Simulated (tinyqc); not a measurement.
One-diode model of a solar cell: one step of the calculation.

J is the current delivered and Vj = V + J Rs the junction voltage. J = X JL - J01 (exp(Vj/(n1 Vt)) - 1) - Vj/Rp. The photocurrent does not depend on voltage.

Problem. Figures of merit. Jsc at V = 0, Voc at J = 0, the maximum power point where J (1 + 2 Rs G) = G Vj with G = -dJ/dVj; FF = Vmp Jmp/(Voc Jsc); efficiency Vmp Jmp/(X Pin). Empirical fill factor without parasitics FF0 = (v - ln(v + 0.72))/(v + 1), v = Voc/(n1 Vt).

Inputs (values chosen for the exercise); values of the order met in cells of cadmium telluride: temperature T = 298.15 K; photocurrent at one sun JL = 25 mA/cm^2; concentration X = 1 suns; saturation current of the diode J01 = 1.1e-10 A/cm^2; ideality factor of the diode n1 = 1.65; series resistance Rs = 0.62 ohm cm^2; shunt resistance Rp = 40000 ohm cm^2; incident power at one sun Pin = 100 mW/cm^2.

Constants: q = 1.602176634e-19 C, kB = 1.380649e-23 J/K, Vt = kB T/q. Results are converted to the units shown.

Wanted: Jsc; Voc; Vmp; Jmp; FF; efficiency; FF0.

Solution.

Jsc = 25.00 mA/cm^2
Voc = 0.8157 V
Vmp = 0.6816 V
Jmp = 23.49 mA/cm^2
FF = 0.7852
efficiency = 16.01 %
FF0 = 0.8027

FF is 2.2 % below FF0. Removing one loss at a time changes the efficiency by: series resistance +0.34, shunt +0.01 points.

Program tinyqc, `OMP_NUM_THREADS=1 python tinyqc.py 2280117 2280118 out.jsonl`; Intel Xeon 2.30GHz, shared host, one thread, about 0.01 s.
